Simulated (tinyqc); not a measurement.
# Vertical double-diffused power MOSFET, components of the on-resistance: On-resistance against the width of the p body in one cell

Stripe cells of pitch Wp + a, two channels a cell. Current flows through the channels, spreads in the accumulation layer, passes the gap between the p bodies and spreads at 45 degrees into the drift layer below them. Low drain voltage, full ionisation.

Triangular field at breakdown with Ec = Kc N^(1/8): BV = eps0 eps_r Ec^2/(2 q N), so N = (eps0 eps_r Kc^2/(2 q BV))^(4/3); W = 2 BV/Ec; mu = mud (T/300 K)^(-bt); rho = 1/(q mu N); ideal resistance rho W. Pitch p = Wp + a, Cox = 3.9 eps0/tox; zero-bias depletion in the gap w0 = sqrt(2 eps0 eps_r Vbi/(q N Nj)), open gap g = a - 2 w0; R_ch = Lc p/(2 mch Cox Vov); R_acc = 0.6 a p/(4 mac Cox Vov), 0.6 being an empirical factor for current leaving the layer along its length; R_gap = (rho/Nj) xp p/g; spreading depth t = min(W, (p - g)/2); R_drift = (rho p/2) ln((g + 2 t)/g) + rho (W - t); R_on = the sum with Rs.

Values chosen for this exercise; bulk values close to those of gallium nitride: temperature T = 300 K; relative permittivity eps_r = 9.62; critical-field constant Kc = 27000 V/cm per (cm^-3)^(1/8); rated breakdown voltage of the drift layer BV = 900 V; drift mobility at 300 K mud = 890 cm^2/(V s); temperature exponent of the drift mobility bt = 2.5; gate oxide thickness (eps_r 3.9) tox = 77 nm; gate overdrive Vov = 6 V; channel mobility mch = 16 cm^2/(V s); accumulation-layer mobility mac = 190 cm^2/(V s); channel length Lc = 0.6 um; gap between neighbouring p bodies a = 4.6 um; depth of the p body xp = 1.4 um; doping of the gap over the drift doping Nj = 3; built-in voltage of the body junction Vbi = 3.16 V; substrate and contact resistance Rs = 0.37 mohm cm^2.

Constants: q = 1.602176634e-19 C, eps0 = 8.8541878128e-14 F/cm where lengths are in cm. Results are converted to the units shown.

The same in every row: ideal (mohm cm^2) = 0.1480.

On-resistance against the width of the p body in one cell:
```
Wp (um)  R_ch (mohm cm^2)  R_acc (mohm cm^2)  R_gap (mohm cm^2)  R_drift (mohm cm^2)  R_on (mohm cm^2)  largest term
1.8                 4.460             0.8638            0.01794               0.1542             5.866       channel
2.4                 4.878             0.9448            0.01963               0.1578             6.370       channel
3.2                 5.435              1.053            0.02187               0.1635             7.043       channel
4.3                 6.202              1.201            0.02495               0.1730             7.971       channel
5.8                 7.247              1.404            0.02916               0.1887             9.239       channel
7.8                 8.641              1.674            0.03476               0.2139             10.93       channel
10                  10.17              1.970            0.04093               0.2463             12.80       channel
14                  12.96              2.510            0.05215               0.3128             16.21       channel
```

R_on rises from 5.87 to 16.2 mohm cm^2. The channel term is the largest at Wp = 1.8 and in all other rows. R_on is 39.6 times the ideal drift resistance in the first row and 110 times in the last.

Computed by the program tinyqc: `OMP_NUM_THREADS=1 python tinyqc.py 2230145 2230146 out.jsonl`, one thread of a shared Intel Xeon 2.30GHz, about 0.01 s for the whole run.
